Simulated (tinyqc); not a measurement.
Coupled-perturbed Hartree-Fock on RHF in the sto-3g basis, for H3+, spin multiplicity 1, step by step. The polarisability along this axis is zero because the basis has no function that the field can mix in; the real value is not. One step of it, computed by the program tinyqc.

Question. Iteration 1: building the Fock matrix. J_ij = sum D_kl (ij|kl), K_ij = sum D_kl (ik|jl); F = H + J - 0.5 K; E = tr D H + tr D J / 2 - 0.25 tr D K + E_nn.

D at the start:
```
          1H 1s     2H 1s     3H 1s
1H 1s  1.025881  0.315499  0.315499
2H 1s  0.315499  0.097029  0.097029
3H 1s  0.315499  0.097029  0.097029
```

core Hamiltonian H = T + V (hartree):
```
           1H 1s      2H 1s      3H 1s
1H 1s  -1.642799  -1.080888  -1.080888
2H 1s  -1.080888  -1.365456  -0.381209
3H 1s  -1.080888  -0.381209  -1.365456
```

Two-electron integrals (ij|kl) in chemists' order, unique and non-zero (hartree):
```
(11|11) 0.774606   (21|11) 0.383922   (21|21) 0.230494   (22|11) 0.529489
(22|21) 0.383922   (22|22) 0.774606   (31|11) 0.383922   (31|21) 0.177512
(31|22) 0.235302   (31|31) 0.230494   (32|11) 0.118369   (32|21) 0.063549
(32|22) 0.097022   (32|31) 0.063549   (32|32) 0.019914   (33|11) 0.529489
(33|21) 0.235302   (33|22) 0.308176   (33|31) 0.383922   (33|32) 0.097022
(33|33) 0.774606
```

nuclear repulsion = 1.55640356 hartree

Give: Coulomb J; exchange K; Fock matrix F; total energy of this density.

Answer.

Coulomb J (hartree):
```
        1H 1s   2H 1s   3H 1s
1H 1s  1.4049  0.7237  0.7237
2H 1s  0.7237  1.0578  0.2243
3H 1s  0.7237  0.2243  1.0578
```

exchange K (hartree):
```
        1H 1s   2H 1s   3H 1s
1H 1s  1.3583  0.7994  0.7994
2H 1s  0.7994  0.6147  0.4213
3H 1s  0.7994  0.4213  0.6147
```

Fock matrix F (hartree):
```
         1H 1s    2H 1s    3H 1s
1H 1s  -0.9171  -0.7569  -0.7569
2H 1s  -0.7569  -0.6150  -0.3676
3H 1s  -0.7569  -0.3676  -0.6150
```

total energy of this density = -1.181095 hartree
